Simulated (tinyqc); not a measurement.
## Gain factor and gap resistance from two string resistances

Question. At small bit-line voltage each of the 48 cells has the resistance 1/(K x) at overdrive x (no mobility reduction) in series with a gap resistance Rg. Find K, Rg and the share of the gaps at the higher overdrive.

resistance of a string of 48 equal cells at overdrives of 3.5 and 9 V (kohm): 4144.0134  1679.0275

Solution. The resistance per cell is a straight line in 1/x with slope 1/K and intercept Rg.

K = 3.400 uA/V^2
Rg = 2.300 kohm
share of the gaps = 6.575 %

tinyqc, about 0.2 s, one thread, Intel Xeon 2.30GHz (shared host): `OMP_NUM_THREADS=1 python tinyqc.py 2142058 2142059 out.jsonl`
